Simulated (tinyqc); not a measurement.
# Worked calculation: p-n diode, drift-diffusion by the Gummel loop with Scharfetter-Gummel fluxes

Numbers from tinyqc (`OMP_NUM_THREADS=1 python tinyqc.py 2240132 2240133 out.jsonl`; about 0.2 s on one thread of a shared Intel Xeon 2.30GHz). Printed values are rounded.

Abrupt junction at x = 0, p side from -Lp, n side to Ln, ohmic contacts. psi is counted from the intrinsic level; n = ni exp((psi - phin)/Vt), p = ni exp((phip - psi)/Vt). Contacts: p side psi = V - Vt ln(Na/ni), p = Na, n = ni^2/Na; n side psi = Vt ln(Nd/ni), n = Nd, p = ni^2/Nd. Constant mobilities, D = mu Vt, Boltzmann statistics, SRH recombination through a mid-gap level, U = (n p - ni^2)/(tp (n + ni) + tn (p + ni)). Current is positive from the p contact to the n contact.

Values chosen for this exercise; band and dielectric values those of a made-up semiconductor:
- T = 300 K (temperature)
- Eg = 1.03 eV (band gap)
- eps_r = 11.2 (relative permittivity)
- Nc = 2.6e19 cm^-3 (conduction-band density of states at T)
- Nv = 2.07e19 cm^-3 (valence-band density of states at T)
- Na = 3.4e15 cm^-3 (acceptor density of the p side)
- Nd = 3.4e16 cm^-3 (donor density of the n side)
- mun = 1100 cm^2/(V s) (electron mobility)
- mup = 400 cm^2/(V s) (hole mobility)
- tn = 5e-10 s (SRH lifetime of electrons)
- tp = 9e-9 s (SRH lifetime of holes)
- G = 0 cm^-3 s^-1 (uniform generation rate)
- V = 0.33 V (bias of the p contact)

Constants: q = 1.602176634e-19 C, kB = 1.380649e-23 J/K, Vt = kB T/q, eps0 = 8.8541878128e-14 F/cm where lengths are in cm. Results are converted to the units shown.

## Intrinsic density and built-in voltage

ni = sqrt(Nc Nv) exp(-Eg/(2 Vt)), Eg in volts; Vbi = Vt ln(Na Nd/ni^2).

ni = 5.17431e10 cm^-3
Vbi = 0.633079 V

## Round 1: Poisson equation

```
node,x (nm),phin at the start (V),phip at the start (V)
0,-2000,0.33,0.33
1,-1100,0,0.33
2,-581,0,0.33
3,-289,0,0.33
4,-122,0,0.33
5,-27,0,0.33
6,27,0,0.33
7,94.8,0,0.33
8,180,0,0.33
9,287,0,0.33
10,421,0,0.33
11,589,0,0.33
12,800,0,0
```

With phin and phip held, solve a_i (psi_(i+1) - psi_i) - a_(i-1) (psi_i - psi_(i-1)) + q w_i (p_i - n_i + C_i) = 0 for the inner nodes by Newton steps to convergence; a_i = eps0 eps_r/h_i, h_i = x_(i+1) - x_i, w_i = (h_(i-1) + h_i)/2, C = -Na or +Nd.

```
node,psi (V),n after Poisson (cm^-3),p after Poisson (cm^-3)
0,0.043224,7.87456e5,3.4e15
1,0.043227,2.75444e11,3.39960e15
2,0.043630,2.79767e11,3.34707e15
3,0.054036,4.18423e11,2.23793e15
4,0.131971,8.52833e12,1.09799e14
5,0.242631,6.16421e14,1.51909e12
6,0.331629,1.92738e16,4.85840e10
7,0.345131,3.24941e16,2.88175e10
8,0.346241,3.39197e16,2.76064e10
9,0.346300,3.39973e16,2.75434e10
10,0.346302,3.40000e16,2.75412e10
11,0.346303,3.40000e16,2.75411e10
12,0.346303,3.4e16,78745.6
```

## Round 1: electron continuity

With psi and p held, F_i = (mun Vt/h_i) [n_(i+1) B(d_i) - n_i B(-d_i)], d_i = (psi_(i+1) - psi_i)/Vt, B(d) = d/(exp(d) - 1); solve F_i - F_(i-1) = w_i [(n_i p_i - ni^2)/den_i - G] for the new n, with den = tp (n + ni) + tn (p + ni) taken at the old n and p, h_i = x_(i+1) - x_i, w_i = (h_(i-1) + h_i)/2; phin = psi - Vt ln(n/ni).

```
node,new n (cm^-3),phin after round 1 (V)
0,7.87456e5,0.330000
1,1.13231e11,0.022981
2,2.10313e11,0.007377
3,4.01577e11,0.001062
4,8.51422e12,0.000043
5,6.16402e14,0.000001
6,1.92736e16,0.000000
7,3.24937e16,0.000000
8,3.39193e16,0.000000
9,3.39969e16,0.000000
10,3.39997e16,0.000000
11,3.39999e16,0.000000
12,3.4e16,0.000000
```

## Round 1: hole continuity

With psi and the new n held, F_i = (mup Vt/h_i) [p_(i+1) B(-d_i) - p_i B(d_i)], d_i = (psi_(i+1) - psi_i)/Vt, B(d) = d/(exp(d) - 1); solve F_i - F_(i-1) = w_i [(n_i p_i - ni^2)/den_i - G] for the new p, with den = tp (n + ni) + tn (p + ni) taken at the new n and the old p, h_i = x_(i+1) - x_i, w_i = (h_(i-1) + h_i)/2; phip = psi + Vt ln(p/ni).

```
node,new p (cm^-3),phip after round 1 (V)
0,3.4e15,0.330000
1,3.39830e15,0.329990
2,3.34513e15,0.329985
3,2.23636e15,0.329982
4,1.09672e14,0.329970
5,1.51626e12,0.329952
6,4.79304e10,0.329650
7,2.64882e10,0.327821
8,2.23269e10,0.324513
9,1.83944e10,0.319563
10,1.35585e10,0.311679
11,7.53407e9,0.296489
12,78745.6,0.000000
```

## Course of the Gummel loop

Stop when phin and phip change by less than 1e-8 V, or after 80 rounds. J = Jn at the p contact + Jp at the n contact + q sum w_i U_i - q G sum w_i over the inner nodes, which avoids differences of large majority fluxes: Jn = (q mun Vt/h_0)[n_1 B(d_0) - n_0 B(-d_0)], Jp = (q mup Vt/h_last)[p_(N-1) B(d_last) - p_N B(-d_last)], d_i = (psi_(i+1) - psi_i)/Vt, B(d) = d/(exp(d) - 1), w_i = (h_(i-1) + h_i)/2.

Course of the iteration:
```
round,J (A/cm^2),"largest change of phin, phip (V)"
1,0.0296426,0.0335
2,0.0296353,8.33e-6
3,0.0296353,1.10e-9
```

Converged in 3 rounds.

## Recombination and current

```
node,converged psi (V),converged n (cm^-3),converged p (cm^-3)
0,0.043224,7.87456e5,3.4e15
1,0.043218,1.13156e11,3.39944e15
2,0.043615,2.10175e11,3.34699e15
3,0.054020,4.01320e11,2.23777e15
4,0.131962,8.51135e12,1.09709e14
5,0.242628,6.16333e14,1.51643e12
6,0.331628,1.92734e16,4.79308e10
7,0.345132,3.24940e16,2.64879e10
8,0.346242,3.39197e16,2.23267e10
9,0.346301,3.39973e16,1.83942e10
10,0.346303,3.40000e16,1.35584e10
11,0.346303,3.40000e16,7.53402e9
12,0.346303,3.4e16,78745.6
```

U_i as defined. J = Jn at the p contact + Jp at the n contact + q sum w_i U_i - q G sum w_i over the inner nodes, which avoids differences of large majority fluxes: Jn = (q mun Vt/h_0)[n_1 B(d_0) - n_0 B(-d_0)], Jp = (q mup Vt/h_last)[p_(N-1) B(d_last) - p_N B(-d_last)], d_i = (psi_(i+1) - psi_i)/Vt, B(d) = d/(exp(d) - 1), w_i = (h_(i-1) + h_i)/2.

```
node,U (cm^-3 s^-1)
0,0
1,2.26110e20
2,4.19750e20
3,7.99704e20
4,7.07678e21
5,1.68454e20
6,5.32562e18
7,2.94309e18
8,2.48073e18
9,2.04379e18
10,1.50647e18
11,8.37103e17
12,0
```

Jn at the p contact = 0.00572898 A/cm^2
Jp at the n contact = 5.91568e-4 A/cm^2
recombination = 0.0233148 A/cm^2
generation = 0 A/cm^2
J = 0.0296353 A/cm^2

A 500-node mesh gives J = 0.02479 A/cm^2; this mesh differs from it by 0.0048 A/cm^2 (20 %).
